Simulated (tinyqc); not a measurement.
# Inputs raised by 2 %, one at a time

Model: charge neutrality of a doped semiconductor with incomplete ionisation. Computed by tinyqc, a small Python program. Command: `OMP_NUM_THREADS=1 python tinyqc.py 3010958 3010959 out.jsonl dopant sens`. One thread of a shared host (Intel(R) Xeon(R) Processor @ 2.30GHz), about 0.1 s of CPU time with the checks.

Energies are counted from the top of the valence band; E_D is measured down from the conduction band and E_A up from the valence band.

Inputs (values chosen for the exercise, modelled on silicon):
```
quantity                    value   unit
gap at 0 K E_g0              1.19     eV
Varshni alpha            0.000474   eV/K
Varshni beta                  653      K
electron mass m_e           0.322    m_0
valleys M_c                     6      -
hole mass m_h                0.83    m_0
donor density N_D         1.1e+18  cm^-3
acceptor density N_A      6.7e+16  cm^-3
donor depth E_D            0.0444     eV
acceptor depth E_A         0.0443     eV
donor degeneracy g_D            2      -
acceptor degeneracy g_A         4      -
temperature T                  77      K
iteration cap                  60      -
```

Doping: n-type, compensated. Statistics of the bands: Fermi-Dirac. Solver: Newton steps on the logarithm. Start of Newton steps: intrinsic level E_i.

Constants: m_0 = 9.1093837015e-31 kg; k_B = 1.380649e-23 J/K; h = 6.62607015e-34 J s; k_B = 8.617333262e-05 eV/K.

Method:
- E_g = E_g0 - alpha T^2/(T + beta).
- N_c = 2 M_c (2 pi m_e k_B T/h^2)^(3/2) and N_v = 2 (2 pi m_h k_B T/h^2)^(3/2), masses in units of m_0.
- n_i = sqrt(N_c N_v) exp(-E_g/(2 k_B T)); E_i = E_g/2 + (k_B T/2) ln(N_v/N_c).
- n = N_c F_1/2((E_F - E_g)/k_B T), p = N_v F_1/2(-E_F/k_B T).
- F_1/2(eta) = (2/sqrt(pi)) int_0^infinity sqrt(x)/(1 + exp(x - eta)) dx, by the trapezoid rule in t = sqrt(x) with step 0.02 up to t = 12 (for eta < -12 by exp(eta) - exp(2 eta)/2^(3/2)).
- N_D+ = N_D/(1 + g_D exp((E_F - E_g + E_D)/k_B T)).
- N_A- = N_A/(1 + g_A exp((E_A - E_F)/k_B T)).
- Neutrality: p + N_D+ = n + N_A-; the log ratio is ln[(p + N_D+)/(n + N_A-)].
- Newton steps from the start named, with the slope from a central difference of 1e-6 eV; the function is the log ratio y = ln[(p + N_D+)/(n + N_A-)]; the bracket -0.3 to E_g + 0.3 eV is narrowed by the sign of y at each step, and a step that would leave it is replaced by its midpoint; stop when |log ratio| < 1e-9.

Runs; columns: (1) input moved; (2) from; (3) to; (4) majority density n (cm^-3); (5) ionised share of the donors; (6) minority density p (cm^-3); (7) intrinsic density n_i (cm^-3):
```
(1)                               (2)        (3)         (4)       (5)         (6)         (7)
base run                            -          -  2.4435e+16  0.083123  8.3413e-58  4.5201e-21
acceptor density N_A (cm^-3)  6.7e+16  6.834e+16  2.4136e+16  0.084069  8.4449e-58  4.5201e-21
donor depth E_D (eV)           0.0444   0.045288  2.2014e+16  0.080922  9.2609e-58  4.5201e-21
acceptor depth E_A (eV)        0.0443   0.045186  2.4435e+16  0.083123  8.3413e-58  4.5201e-21
electron mass m_e (m_0)         0.322    0.32844  2.5003e+16  0.083639  8.3978e-58  4.5877e-21
hole mass m_h (m_0)              0.83     0.8466  2.4435e+16  0.083123  8.5927e-58  4.5877e-21
temperature T (K)                  77      78.54  2.7636e+16  0.086033  2.6618e-56  2.7158e-20
gap at 0 K E_g0 (eV)             1.19     1.2138  2.4435e+16  0.083123  2.3093e-59  7.5210e-22
```

Exponents ln(y'/y) / ln(x'/x):
```
input                 majority density n  ionised share of the donors  minority density p  intrinsic density n_i
acceptor density N_A              -0.622                        0.572               0.624                  0.000
donor depth E_D                   -5.270                       -1.355               5.282                  0.000
acceptor depth E_A                 0.000                        0.000               0.000                  0.000
electron mass m_e                  1.160                        0.313               0.341                  0.750
hole mass m_h                      0.000                        0.000               1.500                  0.750
temperature T                      6.216                        1.737             174.874                 90.551
gap at 0 K E_g0                    0.000                        0.000            -181.130                -90.565
```

Among the inputs moved here: majority density n answers most in size to temperature T (exponent +6.216), next to donor depth E_D (-5.270); its exponent is below 0.0005 for acceptor depth E_A, hole mass m_h, gap at 0 K E_g0. Ionised share of the donors answers most in size to temperature T (exponent +1.737), next to donor depth E_D (-1.355); its exponent is below 0.0005 for acceptor depth E_A, hole mass m_h, gap at 0 K E_g0. Minority density p answers most in size to gap at 0 K E_g0 (exponent -181.130), next to temperature T (+174.874); its exponent is below 0.0005 for acceptor depth E_A. intrinsic density n_i answers most in size to gap at 0 K E_g0 (exponent -90.565), and about equally to temperature T (+90.551); its exponent is below 0.0005 for acceptor density N_A, donor depth E_D, acceptor depth E_A. Its exponent +0.750 in electron mass m_e: n_i goes as (m_e m_h)^(3/4). Its exponent +0.750 in hole mass m_h: n_i goes as (m_e m_h)^(3/4).
